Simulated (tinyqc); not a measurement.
Slater-Koster d bands of a bcc metal: one step. The block of one bond. Three cases, with inputs chosen for the exercise.

Task: Direction (1,1,1)/sqrt3; its eigenvalues must be dds once, ddp twice and ddd twice.

Slater-Koster d bands. For a bond with direction cosines (l, m, n) the 5 x 5 block is dds Ps + ddp Pp + ddd (1 - Ps - Pp), the projectors on sigma, pi and delta states about the bond; for instance <xy|xy> = 3 l^2 m^2 dds + (l^2 + m^2 - 4 l^2 m^2) ddp + (n^2 + l^2 m^2) ddd, <xy|yz> = 3 l m^2 n dds + l n (1 - 4 m^2) ddp + l n (m^2 - 1) ddd and <3z2-r2|3z2-r2> = (n^2 - (l^2 + m^2)/2)^2 dds + 3 n^2 (l^2 + m^2) ddp + (3/4)(l^2 + m^2)^2 ddd. H(k) sums the blocks times cos(k.R) over the neighbours; the d level is the zero of energy; k in 2 pi/a.

Case 1.

Values chosen (out of a larger set: of the size met in W; not measured data): dds = -1.503 eV (dd sigma); ddp = 0.872 eV (dd pi); ddd = -0.165 eV (dd delta).

Case 2.

Values chosen (out of a larger set: of the size met in Ta; not measured data): dds = -1.362 eV (dd sigma); ddp = 0.722 eV (dd pi); ddd = -0.136 eV (dd delta).

Case 3.

Values chosen (out of a larger set: of the size met in W; not measured data): dds = -1.572 eV (dd sigma); ddp = 0.896 eV (dd pi); ddd = -0.157 eV (dd delta).

Give: block.

Result:

Case 1.

block (eV), lower triangle:
```
             xy       yz       zx   x2-y2  3z2-r2
xy      -0.3806
yz      -0.5612  -0.3806
zx      -0.5612  -0.5612  -0.3806
x2-y2         0  -0.3457   0.3457  0.5263
3z2-r2  -0.3991   0.1996   0.1996       0  0.5263
```

Case 2.

block (eV), lower triangle:
```
             xy       yz       zx   x2-y2  3z2-r2
xy      -0.3540
yz      -0.5040  -0.3540
zx      -0.5040  -0.5040  -0.3540
x2-y2         0  -0.2860   0.2860  0.4360
3z2-r2  -0.3302   0.1651   0.1651       0  0.4360
```

Case 3.

block (eV), lower triangle:
```
             xy       yz       zx   x2-y2  3z2-r2
xy      -0.3947
yz      -0.5887  -0.3947
zx      -0.5887  -0.5887  -0.3947
x2-y2         0  -0.3510   0.3510  0.5450
3z2-r2  -0.4053   0.2026   0.2026       0  0.5450
```

Computed by tinyqc, one run a case: `OMP_NUM_THREADS=1 python tinyqc.py N N+1 out.jsonl` with N = 1450813, 1451170, 1451181; one thread of a shared Intel(R) Xeon(R) Processor @ 2.30GHz, about 0.05 s a run at most.
